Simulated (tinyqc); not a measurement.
Where the wafer is too thin: surface photovoltage measurement of the minority-carrier diffusion length in a wafer. Computed by tinyqc, a small Python program. Command: `OMP_NUM_THREADS=1 python tinyqc.py 3130254 3130255 out.jsonl spv walk`. One thread of a shared host (Intel(R) Xeon(R) Processor @ 2.30GHz), about 0.01 s of CPU time with the checks.

Low injection, steady light, a depletion layer much thinner than 1/alpha and L. The excess density dn is taken at the front edge of the neutral region; light that reaches the back is lost.

Inputs (values chosen for the exercise, modelled on p-type silicon at room temperature): wafer thickness W = 300 micrometre; diffusivity D = 28.2 cm^2/s; front recombination velocity S_f = 1800 cm/s; back recombination velocity S_b = 69000 cm/s; photon flux entering = 1.2e+12 1/(cm^2 s).

Method:
- alpha = (84.732/lambda - 76.417)^2 per cm with lambda in micrometre (an empirical fit for silicon between 0.7 and 1.05 micrometre).
- Thick wafer: dn = Phi L/((S_f + D/L)(L + 1/alpha)). Finite wafer, with s = S_b L/D, w = W/L, a = alpha L: dn = [Phi a/(a^2 - 1)] [a - B - exp(-alpha W)(a - s)/(cosh w + s sinh w)]/(S_f + B D/L), B = (sinh w + s cosh w)/(cosh w + s sinh w).
- Readings y = (Phi/dn) (1 + noise x g) at 780, 830, 880, 920, 950, 975 and 995 nm; a least-squares line y = c (1/alpha + L_app) gives L_app = intercept/slope.
- No noise; L is varied at fixed W, and the last two columns set S_b to 0 and to 1e7 cm/s.

Apparent length (micrometre):
```
L        W/L  given S_b  S_b = 0  S_b = 1e7
15    20.000      15.00    15.00      15.00
30    10.000      30.00    30.00      30.00
60     5.000      59.73    60.12      59.70
90     3.333      87.31    91.49      87.13
150    2.000     128.62   163.54     127.75
240    1.250     160.62   292.81     158.79
390    0.769     180.23   510.88     177.60
630    0.476     189.27   759.67     186.22
1200   0.250     193.72   993.41     190.45
```

What does the comparison show, and why?

With a fast back surface L_app levels off, at 190 micrometre in the last row; with a passive one it reaches up to 1.31 times L among these rows and is 993 in the last. All three columns are within 5 % of L down to W/L = 3.3.

Extremes, crossings and ranges named in words are read from the listed rows.
